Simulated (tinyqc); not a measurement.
From sheath width s back to absorbed power P: global model of a low-pressure process discharge: electron temperature, density, ion flux and ion energy. Computed by tinyqc, a small Python program. Command: `OMP_NUM_THREADS=1 python tinyqc.py 3110331 3110332 out.jsonl plasma inv`. One thread of a shared host (Intel(R) Xeon(R) Processor @ 2.30GHz), about 0.02 s of CPU time with the checks.

Maxwellian electrons with temperature T_e in eV, one positive ion, no negative ions, uniform bulk density n; rate constants have the Arrhenius form.

Inputs (values chosen for the exercise, of the order of those of an inductive discharge in a simple atomic gas): ion mass M = 35.5 u; ionisation prefactor K0 = 4.9e-14 m^3/s; ionisation energy E_iz = 12.7 eV; excitation prefactor X0 = 1.1e-14 m^3/s; excitation energy E_ex = 8.76 eV; elastic rate constant K_el = 5.6e-14 m^3/s; ion-neutral cross section = 9.1e-19 m^2; pressure p = 1 Pa; gas temperature T_g = 600 K; radius R = 10 cm; height L = 8.8 cm; bias power P_b = 64 W; radius of the biased electrode = 10 cm; bias frequency = 60 MHz.

Constants: k_B = 1.380649e-23 J/K; e = 1.602176634e-19 C; u = 1.6605390666e-27 kg; m_0 = 9.1093837015e-31 kg; eps_0 = 8.8541878128e-12 F/m.

Method:
- n_g = p/(k_B T_g); lambda_i = 1/(n_g sigma); h_L = 0.86/sqrt(3 + L/(2 lambda_i)), h_R = 0.8/sqrt(4 + R/lambda_i); A_eff = 2 pi R^2 h_L + 2 pi R L h_R; d_eff = pi R^2 L/A_eff.
- Particle balance: K0 exp(-E_iz/T_e) n_g d_eff = u_B, u_B = sqrt(e T_e/M).
- Root found by bracketing.
- E_c = E_iz + (X0 exp(-E_ex/T_e) E_ex + K_el (3 m_0/M) T_e)/K_iz; wall potential V_s = (T_e/2) ln(M/(2 pi m_0)); E_T = E_c + 2 T_e + T_e/2 + V_s; n = P/(e u_B A_eff E_T); ion current density J = e h_L n u_B; ionised share n/n_g.
- All bias power goes to ions: V_b = P_b/(J pi r^2). Debye length at the sheath edge lambda_D = sqrt(eps_0 T_e/(e h_L n)); Child-law sheath s = (sqrt2/3) lambda_D (2 V/T_e)^(3/4), V = V_b + V_s; ion transit time tau_i = 3 s sqrt(M/(2 e V)); collisions in the sheath s/lambda_i.

Question. A run gave the result below. Find the absorbed power P, known to lie between 140 and 240 W.

sheath width s = 0.2805296 mm

Answer.

Each step takes the trial c = (a f_b - b f_a)/(f_b - f_a), f being the result less the target and a, b, c the logarithms of the listed values; c replaces end b, the old b replaces a if the sign of f changed, and otherwise f_a is halved.

Scan of the range:
```
absorbed power P (W)  sheath width s (mm)
140                              0.388124
153                              0.351183
168                              0.316356
183                              0.287790
201                              0.259671
219                              0.236605
240                              0.214466
```

False position (Illinois rule, in the logarithm of the input) inside the bracket:
```
step    end a    end b    trial  sheath width s (mm)
1     183.000  201.000  187.487             0.280222
2     183.000  187.487  187.133             0.280805
3     187.487  187.133  187.300             0.280529
4     187.133  187.300  187.300             0.280530
```

Sheath width s falls at every point of a 13-point scan of the range (every second point is shown), so one value fits; it is bracketed by 183 and 201. Answer: absorbed power P = 187.3 W.
